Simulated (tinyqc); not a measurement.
Lateral field, substrate current, probability of reaching the oxide barrier and hot-carrier lifetime of a silicon transistor (pseudo-two-dimensional and lucky-electron models): one step, computed by the program tinyqc. Command: `OMP_NUM_THREADS=1 python tinyqc.py 3027038 3027039 out.jsonl hotcar walk`. One thread of a shared host (Intel(R) Xeon(R) Processor @ 2.30GHz), about 0.01 s of CPU time with the checks.

Local-field models: a lucky carrier gains its energy at the peak field over a path free of collisions. Voltages are magnitudes.

Question. Peak lateral field. C_ox = 3.9 eps_0/t; F_sat = 2 v_s/mu; V_Dsat = V_ov F_sat L/(V_ov + F_sat L), V_ov = V_G - V_T; I_D/W = C_ox v_s (V_ov - V_Dsat). Scale length l = 0.22 t^(1/3) x_j^(1/2) (all in cm); F_m = sqrt(((V_D - V_Dsat)/l_e)^2 + F_sat^2), with l_e = l; length of the velocity-saturated region l_e ln((V_D - V_Dsat)/(l_e F_sat) + F_m/F_sat).

Inputs (values chosen for the exercise, modelled on a silicon n-channel): channel length L = 430 nm; oxide thickness t = 7.6 nm; junction depth x_j = 140 nm; mobility mu = 320 cm^2/(V s); saturation velocity v_s = 0.89 1e7 cm/s; threshold voltage V_T = 0.58 V; gate voltage V_G = 0.97 V; drain voltage V_D = 2.7 V; ionisation prefactor A_i = 2.2e+06 1/cm; ionisation field B_i = 1.66 MV/cm; hot-carrier mean free path lambda = 7.1 nm; oxide barrier phi_b = 3.1 eV; interface-trap threshold phi_it = 3.6 eV; lifetime constant H = 20 s microampere/micrometre.

Drain: abrupt.

Constants: eps_0 = 8.8541878128e-12 F/m.

Give: scale length l; peak field F_m; velocity-saturated length; energy gained over one free path, e lambda F_m.

Answer.

scale length l = 75.12 nm

peak field F_m = 319.7 kV/cm

velocity-saturated length = 182.9 nm

energy gained over one free path, e lambda F_m = 0.2270 eV

Caution: the empirical formula for l was fitted to oxides of about 15 nm or more; for thinner ones it is an extrapolation. Caution: e V_D is below phi_b or phi_it, so the available energy, not the field, limits hot carriers, and the lucky-electron formulas overstate them.
